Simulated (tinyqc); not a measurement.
# CMOS latch-up, two-transistor model: several studies

A parasitic pnp (emitter at Vdd, base shunted by Rw) and npn (emitter at ground, base shunted by Rs) feed each other: the npn collector current flows out of the pnp base node, the pnp collector current into the npn base node. Forward-active transistors with constant gains: Icn = Isn exp(Vn/Vt), Icp = Isp (exp(Vp/Vt) - 1). A current Ii is injected into the npn base node.

Parameters, values chosen for the exercise; values close to those of bulk CMOS:
```
symbol    value  unit                                            meaning
T           300     K                                        temperature
bn          6.2                                  current gain of the npn
bp            1                                  current gain of the pnp
Isn     4.5e-15     A                 saturation current of the npn at T
Isp     5.4e-16     A                 saturation current of the pnp at T
Rs         1100   ohm              substrate resistance shunting the npn
Rw          230   ohm                   well resistance shunting the pnp
R2          190   ohm  resistance from the pnp collector to the npn base
Von        0.73     V               base-emitter voltage in the on state
Vsat       0.16     V                                 saturation voltage
Vdd         2.5     V                                     supply voltage
```

Constants: q = 1.602176634e-19 C, kB = 1.380649e-23 J/K, Vt = kB T/q. Results are converted to the units shown.

Each table varies one quantity; the others keep the values above.

## Effect of the resistance from the pnp collector to the npn base

Node equations: Vp/Rw + Icp/bp = Icn and Vn/Rs + Icn/bn = Icp + Ii. Loop gain G = gn gp/[(1/Rw + gp/bp)(1/Rs + gn/bn)], gn = Icn/Vt, gp = (Icp + Isp)/Vt; the off state ends where G = 1, and Ii there is the trigger current. On state with both base-emitter voltages at Von: npn base current Ib = (Von/Rs + bp Von/Rw)/(bn bp - 1), holding current Ih = (bn + 1) Ib + Von/Rs, holding voltage Vh = Vsat + Von + R2 (Ib + Von/Rs).

The same in every row: Vn at trigger (V) = 0.70181; trigger current (mA) = 1.0624; Ih (mA) = 5.9772.

Effect of the resistance from the pnp collector to the npn base:
```
R2 (ohm)   Vh (V)
5         0.89701
14        0.90962
37        0.94186
100        1.0302
270        1.2684
740        1.9272
2000       3.6933
```

What does the comparison show?

As R2 goes from 5 to 2000 ohm, the trigger current stays at 1.06 mA, Ih stays at 5.98 mA and Vh rises from 0.897 to 3.69 V. Vh exceeds the supply Vdd = 2.5 V, which then cannot sustain a latched state, in 1 of the 7 rows.

## Effect of the well resistance shunting the pnp

Same model as above.

Effect of the well resistance shunting the pnp:
```
Rw (ohm)  Vn at trigger (V)  trigger current (mA)  Ih (mA)  Vh (V)
23                   0.7636                 5.356    45.53   2.200
44                   0.7462                 3.054    24.55   1.647
86                   0.7282                 1.845    13.34   1.350
170                  0.7099                 1.227    7.528   1.197
320                  0.6930                0.9307    4.741   1.124
620                  0.6753                0.7646    3.213   1.083
1200                 0.6577                0.6733    2.425   1.063
2300                 0.6405                0.6202    2.022   1.052
```

What does the table show?

As Rw goes from 23 to 2300 ohm, the trigger current falls from 5.36 to 0.620 mA, Ih falls from 45.5 to 2.02 mA and Vh falls from 2.20 to 1.05 V. Vh exceeds the supply Vdd = 2.5 V, which then cannot sustain a latched state, in 0 of the 8 rows. For Rw = 23, 44 Vn at the trigger exceeds the fixed Von of the on-state formulas, so Ih and Vh are too low there.

## Effect of the current gain of the pnp

Same model as above.

Result of one run:
```
bp   Vn at trigger (V)  trigger current (mA)  Ih (mA)  Vh (V)
1.1            0.70177                1.0621   5.8038  1.1517
```

What becomes of these results when the current gain of the pnp bp is changed from 1.1 to 2, all else the same?

Result of the changed run:
```
bp  Vn at trigger (V)  trigger current (mA)  Ih (mA)  Vh (V)
2             0.70159                1.0606   5.0919  1.1329
```

The whole series:
```
bp    Vn at trigger (V)  trigger current (mA)  Ih (mA)  Vh (V)
0.18            0.71384                1.1099   77.315  3.0388
0.32            0.70332                1.0733   12.951  1.3403
0.59            0.70217                1.0653   7.5338  1.1974
1.1             0.70177                1.0621   5.8038  1.1517
2               0.70159                1.0606   5.0919  1.1329
3.6             0.70150                1.0598   4.7465  1.1238
6.6             0.70145                1.0594   4.5615  1.1190
12              0.70143                1.0591   4.4648  1.1164
```

As bp goes from 0.18 to 12, the trigger current falls from 1.11 to 1.06 mA, Ih falls from 77.3 to 4.46 mA and Vh falls from 3.04 to 1.12 V. Vh exceeds the supply Vdd = 2.5 V, which then cannot sustain a latched state, in 1 of the 8 rows. For bp = 0.097 the product of the gains is about one or less, so there is no latched state. For bp = 0.18 the holding current passes 50 mA, where high injection lowers the gains.

tinyqc, about 0.04 s, one thread, Intel Xeon 2.30GHz (shared host): `OMP_NUM_THREADS=1 python tinyqc.py 2670021 2670022 out.jsonl`
